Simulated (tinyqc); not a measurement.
Two-mode optical phonons of a ternary alloy from two coupled oscillators: one step, computed by the program tinyqc. Command: `OMP_NUM_THREADS=1 python tinyqc.py 3010792 3010793 out.jsonl twomode walk`. One thread of a shared host (Intel(R) Xeon(R) Processor @ 2.30GHz), about 0.01 s of CPU time with the checks.

An alloy A(x)B(1-x)C has an A-C and a B-C bond oscillator. Each TO frequency moves linearly from the impurity mode (dilute end) to the TO of the pure crystal; each strength is proportional to the number of bonds.

Task: LO modes, coupled by the field. eps(omega) = eps_inf + W_1/(omega_1^2 - omega^2) + W_2/(omega_2^2 - omega^2) = 0 is the eigenproblem of the matrix [[omega_1^2 + W_1/eps_inf, sqrt(W_1 W_2)/eps_inf], [sqrt(W_1 W_2)/eps_inf, omega_2^2 + W_2/eps_inf]] for omega_LO^2. Uncoupled values keep the diagonal alone. eps_s = eps_inf + W_1/omega_1^2 + W_2/omega_2^2.

omega_1 (A-C, TO) = 759.12 1/cm

omega_2 (B-C, TO) = 405.14 1/cm

eps_inf = 10.8

W_1 = 1497885 1/cm^2

W_2 = 116768.7 1/cm^2

Give: matrix; lower LO mode; upper LO mode; uncoupled values; eps_s.

Result:

matrix (1/cm^2):
```
,1,2
1,7.150e+05,3.872e+04
2,3.872e+04,1.750e+05
```

lower LO mode = 415.0 1/cm

upper LO mode = 847.2 1/cm

uncoupled values (1/cm): [418.3, 845.6]

eps_s = 14.11

The field pushes the upper mode up by 1.63 and the lower one down by 3.32 per cm; the lower LO stays between the two TO modes.
